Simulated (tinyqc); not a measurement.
Estimate of lattice thermal conductivity from elastic moduli (Slack, Klemens and Cahill formulas): one step, computed by the program tinyqc.

An isotropic solid.

Task: Point defects and grains. High-temperature forms with the classical heat capacity. Klemens: kappa/kappa_0 = arctan(u)/u, u^2 = pi^2 Theta V Gamma kappa_0/(h v_m^2). Grains: 1/kappa_poly = 1/kappa + 1/(C v_m d/3), C = 3 k_B/(n V), the acoustic branches alone.

Inputs (values chosen for the exercise, for a model crystal): volume per atom V = 21.2 angstrom^3; atoms per primitive cell n = 2; temperature T = 300 K; disorder parameter Gamma = 0.0025; grain size d = 2000 nm.

Grueneisen parameter: from thermal expansion.

kappa of the perfect crystal = 32.66473 W/(m K)

Debye temperature Theta = 238.5255 K

v_m = 2217.363 m/s

Constants: h = 6.62607015e-34 J s; k_B = 1.380649e-23 J/K.

Give: disorder scale u; kappa with point defects; grain-boundary limit; kappa of the polycrystal.

Result:

disorder scale u = 1.1185

kappa with point defects = 24.569 W/(m K)

grain-boundary limit = 1444.1 W/(m K)

kappa of the polycrystal = 24.158 W/(m K)

Point defects remove 25 % of kappa. Grains remove a further 2 %.
